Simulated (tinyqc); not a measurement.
From results back to parameters: quantum well in an electric field by finite differences. Two cases, with inputs chosen for the exercise.

Problem. For hard walls second order gives dE1 = -C m (e F)^2 L^4/(2c) with C = (15/pi^2 - 1)/(24 pi^2) and c = hbar^2/2m0; 1 kV/cm = 1e-5 eV/angstrom. The shift below was computed from a hidden field. The formula holds while e F L is small against E2 - E1 = 3 c pi^2/(m L^2).

Constants: hbar^2/2m0 = 3.80998211 eV angstrom^2.

Find: C; F; e F L/(E2 - E1).

Method. F = sqrt(2c |dE1|/(C m L^4)). The last ratio is below 1, so second order is a fair guide.

Case 1.

Values chosen (out of a larger set: near those of a non-polar GaN well in AlGaN; not measured data): Lh = 210 angstrom (width); mh = 0.194 m0 (mass).

|dE1| = 0.0734536 meV

Solution.

C = 0.002195
F = 2.60 kV/cm
e F L/(E2 - E1) = 0.41

Case 2.

Values chosen (out of a larger set: near those of a GaAs well in AlGaAs; not measured data): Lh = 215 angstrom (width); mh = 0.38 m0 (mass).

|dE1| = 0.0395195 meV

Solution.

C = 0.002195
F = 1.30 kV/cm
e F L/(E2 - E1) = 0.44

Computed by tinyqc, one run a case: `OMP_NUM_THREADS=1 python tinyqc.py N N+1 out.jsonl` with N = 1252573, 1252658; one thread of a shared Intel(R) Xeon(R) Processor @ 2.30GHz, about 0.05 s a run at most.
